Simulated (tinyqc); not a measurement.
Mesh against width: smearing for a one-band metal on the square lattice.

Lattice vectors (units of a): a1 = (1, 0), a2 = (0, 1). E(k) = -t A_1(k) - t2 A_2(k), A_m the sum of cos(k . R) over the 4 nearest and 4 second lattice vectors. Mesh k = sum (j_i/N) b_i, j_i = 0 .. N-1.

With x = (E_k - mu)/sigma: Gaussian f = erfc(x)/2, s = exp(-x^2)/(2 sqrt(pi)); Methfessel-Paxton (first order) f = erfc(x)/2 - x exp(-x^2)/(2 sqrt(pi)), s = (1 - 2 x^2) exp(-x^2)/(4 sqrt(pi)). With weights w = points/N^d (d the dimension), mu solves 2 sum w f = ne; E = 2 sum w f E_k, S = 2 sum w s, F = E - sigma S.

Values chosen for the exercise:
- t = 1.35 eV (nearest hopping)
- t2 = 0.21 eV (second hopping)
- ne = 1.27 (electrons per cell)

Gaussian smearing, (E + F)/2. The reference is F of first-order Methfessel-Paxton smearing with sigma = 0.05 t on the mesh N = 200; it moves by 0.00 meV on the mesh N = 250, so errors below a few times that are not resolved.

Errors (meV per cell):

| N | sigma = 0.05 t | sigma = 0.15 t | sigma = 0.4 t |
|---|---|---|---|
| 4 | -34.86 | -39.52 | -49.88 |
| 8 | -11.61 | -13.93 | -14.78 |
| 12 | 11.82 | 8.78 | 2.18 |
| 16 | 6.95 | 4.81 | 0.22 |
| 24 | 0.48 | -0.09 | -0.21 |
| 48 | -0.29 | 0.01 | -0.21 |

reference = -1.97567 eV

First N from which the value stays within 2 meV of its last entry (which need not be the best one): 24 for sigma = 0.05 t, 24 for sigma = 0.15 t, 16 for sigma = 0.4 t. At the last mesh the errors are -0.29, +0.01 and -0.21 meV. The widest smearing converges sooner with the mesh than the narrowest; a level at which its last entries rest, if any, is its bias. The smallest error belongs to 0.05 t on 2, 0.15 t on 2, 0.4 t on 2 of the 6 meshes.

Program tinyqc; command `OMP_NUM_THREADS=1 python tinyqc.py 1680594 1680595 out.jsonl`; about 0.07 s on one thread of a shared Intel(R) Xeon(R) Processor @ 2.30GHz.
